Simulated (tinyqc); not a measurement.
Comparisons within one model: donor near an oxide interface in a gate field (two-state model). A value that a table varies takes the place of the one given here.

Interface at z = 0 (hard wall), donor at z = d, field F pulling electrons to the interface: potential e F z; 1 kV/cm = 1e-5 eV/angstrom, c = hbar^2/2m0, q = e^2/(4 pi eps0), Q = (eps - eo)/(eps + eo). Donor state: E_D = e F d - ED - q Q/(4 eps d), the last term joining the images of ion and electron. Interface state: z exp(-b z/2) exp(-rho^2/(2 L^2)) with E_z = c b^2/(4 mz) + 3 e F/b + q Q b/(8 eps), minimised over b; in the plane at z = 3/b the ion (distance D = d - 3/b) and its image (D' = d + 3/b) give E_rho = c/(mt L^2) - (q/eps)(sqrt(pi)/L)[erfcx(D/L) + Q erfcx(D'/L)], erfcx(x) = exp(x^2) erfc(x), minimised over L. E_I = E_z + E_rho.

The two states couple by t = t0 exp(-D/aD) with t0 = q/(eps aD) (2 aD/L) sqrt(aD b/2) v, v a valley factor; this form is an estimate. With detuning u = E_D - E_I the splitting is sqrt(u^2 + 4 t^2) and the lower state has weight (1 - u/sqrt(u^2 + 4 t^2))/2 on the donor.

Constants: hbar^2/2m0 = 3.80998211 eV angstrom^2; e^2/(4 pi eps0) = 14.39964547 eV angstrom.

Parameters, chosen for this exercise (near those of a donor in Si below SiO2, static dielectric constants; the results hold for these values, not for the real material): d = 140 angstrom (depth of the donor); ED = 45 meV (bulk binding energy); mz = 0.917 m0 (mass across the interface); mt = 0.189 m0 (mass in the plane); eps = 11.6 (dielectric constant of the semiconductor); eo = 3.9 (dielectric constant of the oxide); aD = 20.4 angstrom (donor radius); v = 0.5 (valley factor); Fl = (46.111, 46.867, 47.169, 47.32, 47.471, 47.774, 48.529) kV/cm (fields); dl = (60, 80, 105, 135, 170, 215, 270) angstrom (depths).

## Sweeping the field

Both levels, the splitting, the donor weight and the mean depth w d + (1 - w) 3/b.

Results:

| F (kV/cm) | E_D (meV) | E_I (meV) | splitting (meV) | donor weight | mean depth (angstrom) |
|---|---|---|---|---|---|
| 46.111 | 18.454 | 19.658 | 1.21 | 0.996 | 139.6 |
| 46.867 | 19.513 | 19.965 | 0.477 | 0.973 | 137.3 |
| 47.169 | 19.935 | 20.086 | 0.215 | 0.851 | 124.9 |
| 47.320 | 20.147 | 20.147 | 0.153 | 0.501 | 89.5 |
| 47.471 | 20.358 | 20.208 | 0.214 | 0.149 | 53.8 |
| 47.774 | 20.782 | 20.329 | 0.478 | 0.026 | 41.3 |
| 48.529 | 21.839 | 20.630 | 1.22 | 0.004 | 38.8 |

E_D rises by 1.40 and E_I by 0.40 meV per kV/cm, so they cross once, near 47.3 kV/cm, where the splitting is 2t = 0.153 meV. The donor weight passes from 0.85 to 0.15 while the detuning goes from -2t to 2t, a window of 0.31 kV/cm or 0.65 % of the field; across the table the charge moves by 101 angstrom.

## Depth of the donor

Critical field, and the coupling, E_rho and L at that field.

Results:

| d (angstrom) | critical field (kV/cm) | e F d/ED | t (meV) | E_rho (meV) | L (angstrom) |
|---|---|---|---|---|---|
| 60 | 142.4 | 1.898 | 4.5 | -21.89 | 56 |
| 80 | 95.9 | 1.705 | 1.6 | -17.08 | 68 |
| 105 | 67.5 | 1.575 | 0.44 | -13.44 | 82 |
| 135 | 49.5 | 1.484 | 0.098 | -10.73 | 99 |
| 170 | 37.5 | 1.417 | 0.017 | -8.71 | 116 |
| 215 | 28.5 | 1.361 | 0.0019 | -7.03 | 137 |
| 270 | 21.9 | 1.315 | 0.00013 | -5.70 | 161 |

The critical field falls from 142 to 22 kV/cm, with exponent -1.24 in d, while t drops by a factor 3.4e+04, about e for each 21 angstrom at the end (aD = 20.4). One lattice plane (1.36 angstrom) of misplacement changes t by 6 % and the critical field by about 1.6 % at 105 angstrom.

## What each parameter does

Critical field (E_D = E_I), and t and L there. Each row changes one parameter from the base and keeps the others.

Results:

| case | critical field (kV/cm) | t (meV) | L (angstrom) |
|---|---|---|---|
| base | 47.3 | 0.0765 | 101.1 |
| d = 130 angstrom | 51.8 | 0.126 | 95.9 |
| ED = 51 meV | 53.3 | 0.0715 | 101.8 |
| aD = 22.4 angstrom | 47.3 | 0.125 | 101.1 |
| mz = 0.779 m0 | 48.3 | 0.0808 | 100.5 |
| mt = 0.217 m0 | 47.1 | 0.0808 | 95.9 |
| eo = 5.8 | 46.1 | 0.0715 | 103.7 |
| eps = 12.3 | 47.8 | 0.0701 | 103.2 |

The largest shifts from the base row, up to three for each result and ties (the steps differ in size, so this ranks the rows, not the parameters). critical field (kV/cm): ED +6.0, d +4.5, eo -1.3; unchanged at the printed digits by aD. t (meV): d +0.0492, aD +0.0483, eps -0.00638. L (angstrom): d -5.2, mt -5.2, eo +2.6; unchanged at the printed digits by aD.

(tinyqc, `OMP_NUM_THREADS=1 python tinyqc.py 1250468 1250469 out.jsonl`, Intel(R) Xeon(R) Processor @ 2.30GHz, 1 thread, shared host, about 0.05 s.)
